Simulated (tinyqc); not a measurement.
Frenkel-Kontorova chain: a misfit dislocation (kink) in a monolayer on a periodic substrate: one step, computed by the program tinyqc.

E = sum_j [(k/2)(x_(j+1) - x_j - b)^2 + (W/2)(1 - cos(2 pi x_j/a))], x_j = a (j + u_j). A kink takes u from 0 to 1: the chain is stretched by one period and has one atom fewer than wells.

Question. Continuum limit. l0 = sqrt(k a^2/(2 W)); kink u(j) = (2/pi) arctan exp(pi j/l0); kink energy at f = 0: E0 = (4/pi) W l0; with misfit E0 - k a^2 f; kinks become favourable at f_c = 2/(pi l0), and a coherent chain with free ends loses stability at f_m = 1/l0. Lowest vibration of the flat chain: nu0 = 15.6333042 THz x sqrt(2 pi^2 W/(a^2 M)).

Inputs (values chosen for the exercise, for a model overlayer):
```
quantity              value           unit
spring constant k      1.19  eV/angstrom^2
substrate period a     3.57       angstrom
corrugation W          1.36             eV
misfit f = (b - a)/a   0.35              -
atomic mass M           150              u
```

Constants: nu for 1 eV/(angstrom^2 u) = 15.6333042 THz.

Give: kink width l0; kink energy E0; kink energy with misfit; critical misfit f_c; limit f_m; gap frequency nu0.

Answer.

kink width l0 = 2.361

kink energy E0 = 4.089 eV

kink energy with misfit = -1.219 eV

critical misfit f_c = 0.2696

limit f_m = 0.4235

gap frequency nu0 = 1.853 THz

f_c < f < f_m: kinks lower the energy, but must enter over a barrier at the ends. Caution: a corrugation above 1 eV is larger than real overlayers usually show; it is chosen to keep the kink narrow. Caution: for l0 below about 3 the kink spans few atoms, and the continuum kink energy is off by about 2 per cent or more.
